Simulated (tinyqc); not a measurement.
Inside a calculation. Method: plane-wave Kohn-Sham cycle with exchange-only LDA in a layered model solid. One step of it, computed by the program tinyqc.

Task: Iteration 2: levels at that k. Diagonalise the Hermitian matrix.

H (hartree), lower triangle:
```
           -3         -2         -1         +0         +1         +2        +3
-3   3.683812
-2  -0.060311   1.373030
-1   0.000414  -0.060311   0.089263
+0   0.000021   0.000414  -0.060311  -0.167491
+1   0.000000   0.000021   0.000414  -0.060311   0.602770
+2   0.000000   0.000000   0.000021   0.000414  -0.060311   2.400044
+3   0.000000   0.000000   0.000000   0.000021   0.000414  -0.060311  5.224333
```

Give: eigenvalues.

Result:

eigenvalues (hartree): -0.185  0.100  0.605  1.374  2.401  3.685  5.226
